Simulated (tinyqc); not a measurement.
Inside a calculation. Model: strain-driven roughening and islands of a mismatched epitaxial film. Computed by tinyqc, a small Python program that keeps every step. Command: `OMP_NUM_THREADS=1 python tinyqc.py 3003223 3003224 out.jsonl island walk`. One thread of a shared host (Intel(R) Xeon(R) Processor @ 2.30GHz), about 0.01 s of CPU time with the checks. Intermediate numbers are printed to about 5 digits and carried at full precision; extremes and crossings named in words are read from the listed rows.

Film and substrate share isotropic elastic constants; the film is coherent and biaxially strained.

Inputs (values chosen for the exercise, modelled on GaN on AlN):
```
quantity,value,unit
misfit |f|,0.0248,-
shear modulus G,126,GPa
Poisson ratio nu,0.19,-
surface energy gamma,1.84,J/m^2
contact angle of the shallow shape theta_1,9.23,degrees
contact angle of the steep shape theta_2,24.4,degrees
facet energy of shape 1 over gamma,0.9957,-
facet energy of shape 2 over gamma,0.9867,-
wetting energy gamma_s - gamma,0.086,J/m^2
decay length of wetting delta,0.2,nm
surface mobility D_s nu_s Omega^2/(k_B T),2.4e-32,m^6/(J s)
initial ripple amplitude A0,0.057,nm
ripple wavelength over the critical one,2.4,-
island volume V,820,nm^3
```

Transport: surface diffusion.

Constants: e = 1.602176634e-19 C.

## Elastic energy of the flat film

M = 2 G (1 + nu)/(1 - nu); stress = M f; energy density w = M f^2.

biaxial modulus M = 370.22 GPa

stress = 9.1815 GPa

energy density w = 227.70 MJ/m^3

## Asaro-Tiller-Grinfeld instability

A ripple A cos(k x) has the surface chemical potential per volume [gamma k^2 - 2 (1 + nu) w k] A cos(k x), so k_c = 2 (1 + nu) w/gamma. With surface diffusion the amplitude grows at the rate q = B k^2 [2 (1 + nu) w k - gamma k^2], fastest at k_m = (3/4) k_c. B is the surface mobility.

k_c = 0.29453 1/nm

critical wavelength = 21.333 nm

fastest wavelength = 28.444 nm

growth time 1/q at k_m = 0.028533 s

A ripple of A0 needs about 0.092 s to reach a twentieth of its wavelength.

## A ripple of given wavelength

A ripple A cos(k x) has the surface chemical potential per volume [gamma k^2 - 2 (1 + nu) w k] A cos(k x), so k_c = 2 (1 + nu) w/gamma. With surface diffusion the amplitude grows at the rate q = B k^2 [2 (1 + nu) w k - gamma k^2], fastest at k_m = (3/4) k_c. B is the surface mobility. Stress at the trough = stress x (1 + 2 k A).

k = 0.12272 1/nm

rate q = 14.022 1/s

q over the largest rate = 0.40009

stress concentration at A0 = 1.0140

The ripple grows.

## Wetting layer

The surface energy depends on thickness as gamma + (gamma_s - gamma) exp(-h/delta). Its curvature adds W2 = (gamma_s - gamma) exp(-h/delta)/delta^2 to the restoring terms; the flat film is stable while W2 > (1 + nu)^2 w^2/gamma, which gives h_c = delta ln[(gamma_s - gamma) gamma/(delta^2 (1 + nu)^2 w^2)], or 0 if negative.

wetting-layer thickness h_c = 0.79735 nm

Layer-by-layer growth up to h_c, then roughening: the Stranski-Krastanov mode.

## Island nucleation

Shallow faceted island (Tersoff form): E = 4 Gam V^(2/3) tan^(1/3)(theta) - 6 c V tan(theta), Gam = gamma [x/sin(theta) - 1/tan(theta)], x the facet energy over gamma, c = stress^2 (1 - nu)/(2 pi G). The barrier is the maximum of E, at V_c = [4 Gam/(9 c)]^3 / tan^2(theta) (1 GPa nm = 1 J/m^2).

c = 0.086251 GPa

Gam of shape 1 = 0.099200 J/m^2

critical volume, shape 1 = 5.0581 nm^3

barrier, shape 1 = 1.3275 eV

Gam of shape 2 = 0.33858 J/m^2

critical volume, shape 2 = 25.809 nm^3

barrier, shape 2 = 18.908 eV

The shallow shape has the lower barrier. Each barrier is a third of the surface term at V_c and scales as Gam^3/c^2, that is as f^(-4).

## Which shape at the volume V

The two energies cross at V_x^(1/3) = 4 [Gam_2 t2^(1/3) - Gam_1 t1^(1/3)]/(6 c (t2 - t1)), t = tan(theta); mu = dE/dV.

E of shape 1 = -312.00 eV

E of shape 2 = -632.45 eV

crossing volume V_x = 163.66 nm^3

jump of mu at V_x, shape 2 less shape 1 = -50.218 MJ/m^3

At V the steep shape is lower. At V_x the chemical potential drops, so islands that have turned steep grow at the cost of the shallow ones.

## Scaling with the misfit

A ripple A cos(k x) has the surface chemical potential per volume [gamma k^2 - 2 (1 + nu) w k] A cos(k x), so k_c = 2 (1 + nu) w/gamma. With surface diffusion the amplitude grows at the rate q = B k^2 [2 (1 + nu) w k - gamma k^2], fastest at k_m = (3/4) k_c. V_c = [4 Gam/(9 c)]^3/tan^2(theta), barrier = (4/3) Gam V_c^(2/3) tan^(1/3)(theta); the growth time is 1/q at k_m.

Misfit scaled at fixed constants:
```
|f| (%),fastest wavelength (nm),growth time (s),V_c of shape 1 (nm^3),barrier of shape 1 (eV)
0.620,455.11,1.8699e+03,2.0718e+04,3.3983e+02
0.868,232.20,1.2671e+02,2.7516e+03,8.8460e+01
1.240,113.78,7.3044e+00,3.2372e+02,2.1239e+01
1.736,58.05,4.9495e-01,4.2993e+01,5.5288e+00
2.480,28.44,2.8533e-02,5.0581e+00,1.3275e+00
3.472,14.51,1.9334e-03,6.7177e-01,3.4555e-01
```

Halving the misfit stretches the wavelength 4 times, the barrier 16 times, the volume 64 times and the time 256 times: f^(-2), f^(-4), f^(-6), f^(-8). Over these rows the time spans 6.0 decades: strongly mismatched films tend to roughen first, while dilute alloys have time to stay flat. Rows with wavelengths under 10 nm or volumes under 5 nm^3 are beyond the continuum picture.

Checks made by the program: k_m against a numerical maximum of the rate (relative difference 5e-10).
